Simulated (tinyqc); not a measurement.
Worked calculation: equilibrium and kinetic segregation of a solute to boundaries and growing surfaces. Computed by tinyqc, a small Python program that keeps every step. Command: `OMP_NUM_THREADS=1 python tinyqc.py 3003831 3003832 out.jsonl segreg walk`. One thread of a shared host (Intel(R) Xeon(R) Processor @ 2.30GHz), about 0.01 s of CPU time with the checks. Intermediate numbers are printed to about 7 digits and carried at full precision; extremes and crossings named in words are read from the listed rows.

Inputs (values chosen for the exercise, for a model alloy):
```
quantity                               value          unit
segregation energy Q                   0.664            eV
interaction z w (positive attracts)     0.11            eV
total solute fraction x0             0.00033             -
temperature T                           1025             K
grain size d                             660            nm
boundary thickness delta                0.67            nm
atomic volume Omega                     12.7    angstrom^3
clean boundary energy gamma_0           0.84         J/m^2
bulk diffusivity D                   5.9e-19         m^2/s
anneal time t                            530             s
exchange barrier E_b                    1.58            eV
surface segregation energy E_s          0.26            eV
growth temperature T_g                   580             K
growth rate                              4.1  monolayers/s
mixing                                   0.5             -
```

Isotherm: Fowler-Guggenheim.

Constants: k_B = 8.617333262e-05 eV/K; 1 eV/angstrom^2 = 16.02176634 J/m^2.

## Coverage for very large grains, by iteration

With theta the solute fraction on boundary sites and x that in the grains, theta/(1 - theta) = [x/(1 - x)] exp[(Q + z w theta)/(k_B T)]. The coverage theta_inf is that for x = x0. Start at theta = 0; theta(new) = theta + mixing (theta(out) - theta); stop below 1e-10, 80 steps at most.

Iteration:
```
step   theta in  theta out      out - in
1     0.0000000  0.3778640  3.778640e-01
2     0.1889320  0.4345439  2.456119e-01
3     0.3117380  0.4724286  1.606907e-01
4     0.3920833  0.4974154  1.053321e-01
5     0.4447494  0.5138090  6.905962e-02
6     0.4792792  0.5245433  4.526412e-02
...         ...        ...           ...
49    0.5448601  0.5448601  5.484069e-10
50    0.5448601  0.5448601  3.588870e-10
51    0.5448601  0.5448601  2.348620e-10
52    0.5448601  0.5448601  1.536973e-10
53    0.5448601  0.5448601  1.005828e-10
54    0.5448601  0.5448601  6.582290e-11
```

coverage theta_inf = 0.5448601

last residual = 6.582290e-11

Converged; without interaction theta would be 0.3779.

## Depletion of small grains

Finite grains: boundary sites are the fraction f = 3 delta/d, and x0 = (1 - f) x + f theta; solve both equations for theta; share at boundaries = f theta/x0.

site fraction f = 0.003045455

coverage theta = 0.09224152

fraction x left in the grains = 4.923258e-05

share of solute at boundaries = 85.12647 %

enrichment theta/x = 1873.587

85 % of the solute sits at boundaries; for a dopant that share is electrically lost. The supply limits the coverage, which stays well below theta_inf.

## Boundary energy

Gibbs adsorption for this isotherm in a dilute matrix: gamma = gamma_0 + Gam_0 [k_B T ln(1 - theta) + z w theta^2/2], Gam_0 = delta/Omega sites per area.

Gam_0 = 52.75591 1/nm^2

boundary energy gamma = 0.7717034 J/m^2

Segregation lowers gamma by 8.1 %, and the driving force of grain growth with it.

## How fast the boundary fills

McLean kinetics from a uniform start, fed from both sides, with a constant enrichment beta = theta_inf/x0: (theta - x0)/(theta_inf - x0) = 1 - exp(s^2) erfc(s), s = 2 sqrt(D t)/(beta delta); half filling at s = 0.7691, t = (0.7691 beta delta/2)^2/D. D is an input and does not follow T.

s = 0.03197040

degree of filling = 0.03507670

time to half filling = 306722.3 s

diffusion length sqrt(D t) = 17.68333 nm

Caution: half of theta_inf exceeds the equilibrium coverage of grains of this size, so half filling is never reached in them. Caution: by the time of half filling the diffusion length reaches across the grain, so the real time is longer or half filling is never reached.

## Segregation at a growing surface

Two-state exchange during growth, dilute: jump up r_u = nu exp(-E_b/(k_B T_g)), jump back r_d = r_u exp(-E_s/(k_B T_g)), nu = 1e13 1/s. In the time 1/R of one monolayer the share carried up is p = [r_u/(r_u + r_d)] [1 - exp(-(r_u + r_d)/R)]; the tail decays as p^n, length -1/ln p monolayers; the equilibrium limit has p = r_u/(r_u + r_d).

r_u = 0.1866161 1/s

r_d = 0.001027397 1/s

share carried up p = 0.04449027

decay length = 0.3212867 monolayers

Exchange is slow against growth: the kinetically limited regime, where cooling or faster growth sharpens the profile.

## Tail length against growth temperature

The formulas are those given above.

Exchange model:
```
T_g (K)         r_u/R          p  length (monolayers)  equilibrium limit
553      9.724111e-03  0.0096768         2.156090e-01           234.6614
591      8.197803e-02  0.0786885         3.933511e-01           165.3770
624      4.229016e-01  0.3443188         9.379216e-01           126.3651
656      1.773070e+00  0.8248937         5.194786e+00            99.9190
681      4.946964e+00  0.9816120         5.388183e+01            84.4729
707      1.331513e+01  0.9861766         7.184010e+01            71.8472
746      5.166008e+01  0.9827826         5.757948e+01            57.5795
804      3.042107e+02  0.9770833         4.313432e+01            43.1343
900      3.464221e+03  0.9661839         2.906882e+01            29.0688
```

The length peaks among these rows at 707 K with 71.8 monolayers. Below, exchange freezes (r_u/R = 0.0097 in the first row); above, the length follows the equilibrium limit, about exp(E_s/(k_B T)), down to 29.1.

## Coverage against grain size

The formulas are those given above.

At T:
```
d (nm)      theta  x in the grains  share at boundaries (%)
15      0.0024541     1.333011e-06                 99.65019
30      0.0048884     2.653742e-06                 99.24971
60      0.0096990     5.259197e-06                 98.45969
120     0.0190950     1.033161e-05                 96.92165
250     0.0384864     2.073643e-05                 93.76676
500     0.0724760     3.880255e-05                 88.28892
1000    0.1299087     6.902222e-05                 79.12622
5000    0.3501505     1.893156e-04                 42.65469
```

From the largest grains to the smallest the share at boundaries rises from 43 to 100 %, and x/x0 falls to 0.0040. In the dilute limit x/x0 = 1/(1 - f + f exp(Q/(k_B T))), which gives 0.0040 at 15 nm.

Checks made by the program: mass balance (relative difference below 1e-10).
